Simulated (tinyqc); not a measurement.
Electron mobility in a silicon inversion layer, empirical terms and Matthiessen rule: one step of the calculation.

Inversion layer of sheet density Ns on a uniformly doped body, under a high-permittivity gate with an interlayer. The mobility terms are empirical power laws with prefactors chosen for the exercise; adding their inverses (Matthiessen) is itself an approximation.

Question. Mobility terms and their sum. With t = T/(300 K): muC = Ac (Ns/1e12 cm^-2) t/(Nb/1e17 cm^-3 + Nit/1e11 cm^-2), muP = Ap E^(-1/3) t^(-1.75), muS = As E^(-gs), muR = Ar exp(2 ti/lr)/t; 1/mu is the sum of the inverses.

Inputs (values chosen for the exercise); material values close to those of silicon:
```
symbol,value,unit,meaning
T,300,K,temperature
Nb,5.8e16,cm^-3,body doping
Ap,458,cm^2/(V s),phonon-limited mobility at 1 MV/cm and 300 K
As,1140,cm^2/(V s),roughness-limited mobility at 1 MV/cm
gs,2,,exponent of the roughness term
Ac,2700,cm^2/(V s),Coulomb prefactor
Nit,2e11,cm^-2,charge at the interface
Ar,170,cm^2/(V s),remote-phonon mobility without interlayer
ti,1,nm,interlayer thickness
lr,0.6,nm,decay length of remote phonons
Ns,9.6e12,cm^-2,inversion density
```

E = 0.88862248 MV/cm

Give: terms; mu; shares of 1/mu.

Answer.

terms (cm^2/(V s)): Coulomb 1.005e4, phonon 476.4, roughness 1444, remote phonon 4765
mu = 322.5 cm^2/(V s)
shares of 1/mu (%): Coulomb 3.210, phonon 67.69, roughness 22.34, remote phonon 6.767

The phonon term limits most.

Numbers from tinyqc (`OMP_NUM_THREADS=1 python tinyqc.py 2510077 2510078 out.jsonl`; about 0.01 s on one thread of a shared Intel Xeon 2.30GHz).
